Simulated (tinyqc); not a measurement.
# Lifetime from the low-frequency admittance

Inverse problem. At low frequency a p+-n diode with a base of width wb has C_diff/G = (tau/2)(1 - 2 x/sinh 2x), x = wb/sqrt(Dp tau). Find tau, x and the limit of C_diff/G for infinite lifetime, wb^2/(3 Dp).

Parameters, values chosen for the exercise:
- Dp = 10 cm^2/s (hole diffusion coefficient)
- wb = 5.1 um (width of the neutral base)

G = 254.64142 S/cm^2
C_diff = 0.94632697 uF/cm^2

Answer. The ratio rises steadily with tau from tau/2 (long base) towards wb^2/(3 Dp) (short base), so one lifetime matches as long as the ratio is below that limit.

tau = 1.00e-8 s
x = 1.61
limit of C_diff/G = 8.67e-9 s

Program tinyqc, `OMP_NUM_THREADS=1 python tinyqc.py 2890107 2890108 out.jsonl`; Intel Xeon 2.30GHz, shared host, one thread, about 0.01 s.
